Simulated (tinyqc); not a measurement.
Surface approximation against the full path: Rutherford backscattering from a thin compound film on silicon: kinematics, yields, composition and thickness. Computed by tinyqc, a small Python program. Command: `OMP_NUM_THREADS=1 python tinyqc.py 3006264 3006265 out.jsonl rbs walk`. One thread of a shared host (Intel(R) Xeon(R) Processor @ 2.30GHz), about 0.01 s of CPU time with the checks.

Singly charged helium ions (Z1 = 2, M1 = 4.0026 u) enter at the tilt angle a1 to the normal and leave at a2 = |180 - theta - tilt| in the same plane. The film is A B_x.

Inputs (values chosen for the exercise, modelled on a helium beam on WSi2): beam energy E0 = 2 MeV; scattering angle theta = 165 degrees; tilt of the sample = 0 degrees; heavy element: mass M_A = 183.8 u; heavy element: stopping eps_A at 2 MeV = 112 1e-15 eV cm^2; light element: mass M_B = 28.09 u; light element: stopping eps_B at 2 MeV = 47.2 1e-15 eV cm^2; atoms of B per atom of A, x = 2.25; atomic density of the film = 73.5 1/nm^3; film thickness d = 96 nm; detector resolution (FWHM) = 14 keV.

Method:
- Kinematic factor K = [(sqrt(M^2 - M1^2 sin^2 theta) + M1 cos theta)/(M + M1)]^2.
- Surface edges lie at K E0; substrate silicon has M = 28.09 u. Mass resolution at M_A = resolution/(E0 dK/dM).
- Stopping per atom eps(E) = eps(2 MeV) (E/2 MeV)^(-0.4) (a law chosen for the exercise); Bragg rule eps_film = (eps_A + x eps_B)/(1 + x); areal density N d, with 1/nm^2 = 0.1 x 1e15/cm^2.
- Width of the signal of element i: [K_i eps(E0)/cos a1 + eps(K_i E0)/cos a2] N d; depth resolution = resolution x d/width of A; energy lost on the way in = eps(E0) N d/cos a1.
- Surface approximation as above. Full path: dE/ds = -eps(E) integrates to E^1.4 = E(start)^1.4 - 1.4 eps(2 MeV) 2000^0.4 s (keV), applied in (s = N d/cos a1), then K, then out (s = N d/cos a2); width = K E0 - exit energy. The last column is the error in thickness if the full width is read with the surface formula.

energy lost on the way in = 47.3729 keV

widths (keV): A 94.2380, B 88.4072

surface edges (keV): A 1835.85, B 1137.68, Si 1137.68

kinematic factors: A 0.917927, B 0.568838, Si 0.568838

Widths (keV):
```
d (nm)  A, surface  A, full  B, full  error (%)
5             4.91     4.91     4.61     0.0536
10            9.82     9.83     9.22     0.1073
20           19.63    19.68    18.48     0.2153
50           49.08    49.35    46.43     0.5435
100          98.16    99.25    93.66     1.1053
150         147.25   149.73   141.76     1.6867
200         196.33   200.82   190.81     2.2891
300         294.49   304.99   292.14     3.5636
```

What does the comparison show, and why?

The error grows roughly in proportion to thickness, from 0.05 % to 3.6 %, because the ion slows and the stopping rises along the path. The signals of A and B would overlap once the width of A exceeds the gap between the edges, 698 keV. Caution: the silicon signal of the film merges with that of the substrate, so only the width of A can be read directly.
